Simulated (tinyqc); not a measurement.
Order of mass and momentum: quantum well in an electric field by finite differences.

Finite differences on points z_i at the centres of cells of width h: H_ii = (c/h^2)(1/m_(i-1/2) + 1/m_(i+1/2)) + V_i, H_(i,i+1) = -(c/h^2)/m_(i+1/2), where m_(i+1/2) is the mean of the masses at the two points (the end values are repeated outwards), psi = 0 on the points beyond both ends, c = hbar^2/2m0. The field adds e F (z - z0) with z0 the middle of the structure; 1 kV/cm = 1e-5 eV/angstrom.

Constants: hbar^2/2m0 = 3.80998211 eV angstrom^2.

Parameters, chosen for this exercise (out of a larger set: near those of a GaAs well in AlGaAs; not measured data):

| symbol | value | unit | meaning |
|---|---|---|---|
| layers | ((114, 0.154, 0.0828), (152, 0, 0.0685), (114, 0.154, 0.0828)) |  | each layer: thickness in angstrom, band edge in eV, mass in m0 |
| F | 17 | kV/cm | field along z |
| hf | 2.375 | angstrom | cell width of the fine grid |

Fine grid. Hermitian kinetic operators m^a p m^b p m^a with 2a + b = -1: H_ii = (c/h^2) m_i^(2a) (m_(i-1/2)^b + m_(i+1/2)^b) + V_i, H_(i,i+1) = -(c/h^2) m_i^a m_(i+1)^a m_(i+1/2)^b; BenDaniel-Duke is a = 0. The halved form has H_ii = 2c/(h^2 m_i) + V_i and H_(i,i+1) = -(c/2h^2)(1/m_i + 1/m_(i+1)). The shifts are measured against BenDaniel-Duke; the last column repeats E1 with cells of hf/4.

Levels (eV):

| operator | E1 | E2 | E1 - E1(BDD) (meV) | E1 at hf/4 |
|---|---|---|---|---|
| BenDaniel-Duke | 0.0137 | 0.0574 | 0.0 | 0.0137 |
| (1/m) p^2 + p^2 (1/m), halved | 0.0144 | 0.0591 | 0.7 | 0.0128 |
| m^(-1/2) p^2 m^(-1/2) | 0.0148 | 0.0606 | 1.2 | 0.0149 |
| m^(-1/4) p m^(-1/2) p m^(-1/4) | 0.0143 | 0.0590 | 0.6 | 0.0143 |
| one mass, the smallest | 0.0143 | 0.0590 | 0.6 | 0.0143 |

The three forms m^a p m^b p m^a span 1.2 meV in E1, 3 % of E2 - E1; they differ only at the mass steps (largest to smallest mass 1.21), where m^a psi is the continuous quantity. Dropping the mass step altogether moves E1 by +0.6 meV. Refining the grid moves the halved form by -1.6 meV, against at most 0.02 meV for the other three: at an abrupt step it has no limit as the grid is refined.

Computed by tinyqc, a small Python program: `OMP_NUM_THREADS=1 python tinyqc.py 1252656 1252657 out.jsonl` (the numbers bound the seed that draws the inputs); one thread of a shared host (Intel(R) Xeon(R) Processor @ 2.30GHz), about 0.03 s for the whole set of steps.
